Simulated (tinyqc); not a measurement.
Level against rehybridisation: Weaire-Thorpe hybrids on a Bethe lattice: gap and dangling bond of an amorphous tetrahedral solid.

Four sp3 hybrids an atom at energy 0, coupled by -V1 on the atom and by -V2 along a bond; the bonds form a tree (no rings). For any network the gap runs at least from -V2 + V1 to V2 - 3 V1, and p-like states pile up at -V2 + V1 and V2 + V1. On the tree the gap is wider: it ends at Ec = -V1 + sqrt(V2^2 + 4 V1^2 - 2 sqrt3 V1 V2), which makes it well wider than the gaps of the real glasses. A branch seen from a hybrid has the self-energy S = V2^2 g, where g is the Green function of the hybrid across the bond, whose three partners carry S themselves. With a = z - V1, b = a - S: g = 1/(a + V1 b/(b + 3 V1)), z = E + i eta. A full atom has G = (1/b)(b + 3 V1)/(b + 4 V1) per hybrid; a dangling hybrid with shift dh has G = 1/(1/g - dh).

Values chosen for the exercise (out of a larger set: of the size of tabulated hybrid energies for amorphous silicon; not measured data): V1 = 1.76 eV (coupling of two hybrids on one atom); V2 = 4.6 eV (coupling of the two hybrids of a bond).

Root of 1/g(E) = dh for eta = 0 in the gap of the tree, between Ev = -V2 + V1 and Ec; a dash: none. A flatter atom makes the hybrid more p-like (dh > 0, up to V1), a more pyramidal one more s-like (dh < 0).

Level:

| dh (eV) | E (eV) | above Ev (eV) | weight |
|---|---|---|---|
| -3.0 | -1.9254 | 0.9146 | 0.630 |
| -2.5 | -1.6047 | 1.2353 | 0.652 |
| -2.0 | -1.2754 | 1.5646 | 0.664 |
| -1.5 | -0.9430 | 1.8970 | 0.664 |
| -1.0 | -0.6139 | 2.2261 | 0.650 |
| -0.5 | -0.2960 | 2.5440 | 0.618 |
| 0.0 | 0.0000 | 2.8400 | 0.561 |
| 0.5 | 0.2589 | 3.0989 | 0.468 |
| 1.0 | 0.4591 | 3.2991 | 0.324 |

What does the comparison show?

A level exists for 9 of the 9 rows, from dh = -3 (0.915 eV above Ev) to 1 (3.299 eV); the gap of the tree is 3.426 eV. Its slope dE/d(dh) is the weight, largest at dh = -1.5 (0.66). A level that rises as the atom flattens is why an emptied dangling bond relaxes flat and a doubly filled one pyramidal.

tinyqc: `OMP_NUM_THREADS=1 python tinyqc.py 1451969 1451970 out.jsonl`; about 0.03 s, one thread, shared Intel(R) Xeon(R) Processor @ 2.30GHz.
